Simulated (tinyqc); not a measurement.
From results back to parameters: WKB tunnelling through a gate dielectric with a two-band (Franz) dispersion. Four cases, with inputs chosen for the exercise.

Problem. In the Fowler-Nordheim regime with a parabolic band J/F^2 is proportional to exp(-B/F), B = (4/3) sqrt(m/c) phi^(3/2), c = hbar^2/2m0, 1 V/angstrom = 100 MV/cm. The ratio below was computed from a hidden barrier.

Constants: hbar^2/2m0 = 3.80998211 eV angstrom^2.

Case 1.

Values chosen (out of a larger set: of the size used for hBN on silicon; not measured data): m = 0.56 m0 (mass at the conduction edge); F1 = 9 MV/cm (first field); F2 = 10 MV/cm (second field).

ln[(J2/F2^2)/(J1/F1^2)] = 1.53473

Case 2.

Values chosen (out of a larger set: of the size used for HfO2 on silicon; not measured data): m = 0.21 m0 (mass at the conduction edge); F1 = 7.4 MV/cm (first field); F2 = 12.6 MV/cm (second field).

ln[(J2/F2^2)/(J1/F1^2)] = 3.14326

Case 3.

Values chosen (out of a larger set: of the size used for AlN on silicon; not measured data): m = 0.29 m0 (mass at the conduction edge); F1 = 7.5 MV/cm (first field); F2 = 10.9 MV/cm (second field).

ln[(J2/F2^2)/(J1/F1^2)] = 3.06735

Case 4.

Values chosen (out of a larger set: of the size used for hBN on silicon; not measured data): m = 0.48 m0 (mass at the conduction edge); F1 = 8.1 MV/cm (first field); F2 = 12 MV/cm (second field).

ln[(J2/F2^2)/(J1/F1^2)] = 5.37083

Find: B; phi.

Solution. B is the logarithm divided by 1/F1 - 1/F2; then phi = (3 B/(4 sqrt(m/c)))^(2/3). The slope fixes only m phi^3, so the mass must be known.

Case 1.

B = 138.13 MV/cm
phi = 1.940 eV

Case 2.

B = 56.36 MV/cm
phi = 1.480 eV

Case 3.

B = 73.75 MV/cm
phi = 1.590 eV

Case 4.

B = 133.86 MV/cm
phi = 2.000 eV

Computed by tinyqc, one run a case: `OMP_NUM_THREADS=1 python tinyqc.py N N+1 out.jsonl` with N = 1480277, 1480310, 1480330, 1480383; one thread of a shared Intel(R) Xeon(R) Processor @ 2.30GHz, about 0.01 s a run at most.
